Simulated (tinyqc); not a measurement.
Inside a calculation. Model: floating body of a partially depleted SOI transistor: body voltage and kink.

tinyqc, about 0.2 s, one thread, Intel Xeon 2.30GHz (shared host): `OMP_NUM_THREADS=1 python tinyqc.py 2182186 2182187 out.jsonl` Printed values are rounded.

Source at 0 V. Channel current Ic = 2 nf K Vt^2 [F(0) - F(Vd)](1 + la Vd), F(V) = ln^2(1 + exp((Vg - VT - nf V)/(2 nf Vt))), VT = VT0 - gb Vb. Saturation voltage Vs = 2 Vt sqrt(F(0)) + 3 Vt, excess Ve = (Vd - Vs + sqrt((Vd - Vs)^2 + 0.0004 V^2))/2, multiplication M1 = Ai Ve exp(-Bl/Ve). Each junction passes D(v) = J1 (exp(v/Vt) - 1) + J2 (exp(v/(2 Vt)) - 1). Bipolar current Ib = bb J1 (exp(Vb/Vt) - 1). The body settles where M1 (Ic + Ib) = D(Vb) + D(Vb - Vd) + Vb/Rb; drain current Id = (1 + M1)(Ic + Ib) - D(Vb - Vd).

Values chosen for this exercise; values of the order met in partially depleted silicon-on-insulator transistors:
- T = 358 K (temperature)
- VT0 = 0.47 V (threshold at zero body voltage)
- gb = 0.23 (fall of the threshold per volt of body voltage)
- nf = 1.38 (slope factor)
- K = 120 uA/(V^2 um) (gain factor per width)
- la = 0.03 1/V (channel-length modulation factor)
- Ai = 3.15 1/V (impact-ionisation prefactor)
- Bl = 7.8 V (impact-ionisation voltage)
- J1 = 2.9e-11 uA/um (diffusion saturation current of each junction)
- J2 = 3.1e-8 uA/um (recombination saturation current of each junction)
- bb = 0 (gain of the lateral bipolar transistor on the diffusion current)
- Rb = 1e9 kohm um (resistance of a weak body tie to the source (1e9 stands for no tie, and the term is then dropped))
- Vg = 0.63 V (gate voltage)
- Vd = 2.3 V (drain voltage)

Constants: q = 1.602176634e-19 C, kB = 1.380649e-23 J/K, Vt = kB T/q. Results are converted to the units shown.

Range of the model: The multiplication law is an empirical form chosen for the exercise; self-heating and capacitive coupling to the body are left out, and the linear laws are rough once Vb passes about 0.7 V or M1 about 0.1.

## Starting value

Vb = 0.83 V.

Vb at the start = 0.83 V

## Iteration 1: new Vb

Current into the body I_in = M1 (Ic + Ib) - D(Vb - Vd), current out I_out = D(Vb) + Vb/Rb; f = ln(I_in/I_out), s = df/dVb by central differences over 1e-5 V, Vb(new) = Vb - f/s.

Ic = 5.76770 uA/um
Ve = 1.95223 V
M1 = 0.113149
I_in = 0.652609 uA/um
I_out = 14.0432 uA/um
f = -3.06892
s = -31.5247 1/V
Vb after iteration 1 = 0.732650 V

## Iteration 2: new Vb

As before.

Ic = 5.07032 uA/um
Ve = 1.96816 V
M1 = 0.117821
I_in = 0.597391 uA/um
I_out = 0.601967 uA/um
f = -0.00762966
s = -31.3427 1/V
Vb after iteration 2 = 0.732407 V

## Course of the iteration

Stop when the step is below 1e-10 V, or after 40 iterations.

Course of the iteration:
```
iteration	Vb before the step (V)	step (V)
1	0.83	-0.0973
2	0.732650	-2.43e-4
3	0.732407	-2.71e-9
4	0.732407	< 1e-14
```

Converged in 4 iterations.

## Drain current with floating and with grounded body

converged Vb = 0.732407 V

Id and VT at the converged Vb, Id at Vb = 0, their ratio, and the bipolar share Ib/(Ic + Ib).

VT = 0.301546 V
Id, floating = 5.66589 uA/um
Id, grounded = 1.59011 uA/um
ratio = 3.56320
bipolar share = 0.00000 %

The body rises to 0.732 V and lowers the threshold by 168 mV.
